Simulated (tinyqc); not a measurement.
What moves the coefficients: Boltzmann transport in a parabolic band with a power-law relaxation time.

F_j(eta) = (1/Gamma(j + 1)) integral_0^infinity x^j dx/(1 + exp(x - eta)), which tends to exp(eta) for eta << 0.

n = N F_1/2(eta) with N = 2 (m kB T/(4 pi c))^(3/2) with c = hbar^2/2m0, in 1/angstrom^3; times 1e24 for 1/cm^3, m = md.

tau = tau0 x^r with x = E/kT. With K_j = Gamma(j + 1) F_j(eta): <tau> = tau0 (r + 3/2) K_(r+1/2)/((3/2) K_(1/2)); mu = <tau>/(mc m0/e), m0/e = 5.685630e-12 kg/C; Hall factor rH = (3/2) K_(1/2) (2r + 3/2) K_(2r+1/2)/((r + 3/2) K_(r+1/2))^2; Seebeck S = -(kB/e) [(r + 5/2) K_(r+3/2)/((r + 3/2) K_(r+1/2)) - eta]; Lorenz number L = (kB/e)^2 [(r + 7/2) K_(r+5/2)/((r + 3/2) K_(r+1/2)) - ((r + 5/2) K_(r+3/2)/((r + 3/2) K_(r+1/2)))^2]; kB/e in V/K. Valley anisotropy is left out of rH.

Constants: hbar^2/2m0 = 3.80998211 eV angstrom^2; kB = 8.617333262e-05 eV/K.

Inputs chosen for the exercise (masses near those of InAs; tau0 is set for a mobility of the usual size at this n, kL is a free input; freeze-out and phonon drag, which matter near 77 K, are left out; not measured data):

| symbol | value | unit | meaning |
|---|---|---|---|
| md | 0.026 | m0 | density-of-states mass |
| mc | 0.026 | m0 | conductivity mass |
| tau0 | 13 | fs | tau at E = kT |
| r | 1.5 |  | exponent of tau |
| T | 400 | K |  |
| kL | 12 | W/(m K) | lattice thermal conductivity |
| n | 5.5e+17 | 1/cm^3 | electron density |

sigma = e n mu with e = 1.602176634e-19 C; ZT = S^2 sigma T/(kL + L sigma T).

One parameter was then changed.

Results before and after:

| case | mu (cm^2/(V s)) | sigma (S/cm) | S (microvolt/K) | ZT |
|---|---|---|---|---|
| base | 7265 | 640.2 | -225.1 | 0.102 |
| changed | 6708 | 591.1 | -241.2 | 0.122 |

Which of these changes was made? (a) tau0 = 19.5 fs; (b) mc = 0.0338 m0; (c) kL = 6 W/(m K); (d) T = 450 K; (e) n = 1.1e+18 1/cm^3; (f) md = 0.034 m0.

Answer: (d) T = 450 K. Of the candidates, run in turn, only this one gives the changed row.

All candidates:

| case | mu (cm^2/(V s)) | sigma (S/cm) | S (microvolt/K) | ZT |
|---|---|---|---|---|
| base | 7265 | 640.2 | -225.1 | 0.102 |
| md = 0.034 m0 | 6134 | 540.5 | -262.0 | 0.118 |
| mc = 0.0338 m0 | 5588 | 492.4 | -225.1 | 0.0796 |
| n = 1.1e+18 1/cm^3 | 1.082e+04 | 1907 | -165.0 | 0.148 |
| tau0 = 19.5 fs | 1.090e+04 | 960.3 | -225.1 | 0.149 |
| kL = 6 W/(m K) | 7265 | 640.2 | -225.1 | 0.194 |
| T = 450 K | 6708 | 591.1 | -241.2 | 0.122 |

The row for T keeps tau0 fixed; for phonon scattering tau0 itself falls as T rises.

Computed by tinyqc, a small Python program: `OMP_NUM_THREADS=1 python tinyqc.py 1651030 1651031 out.jsonl` (the numbers bound the seed that draws the inputs); one thread of a shared host (Intel(R) Xeon(R) Processor @ 2.30GHz), about 0.01 s for the whole set of steps.
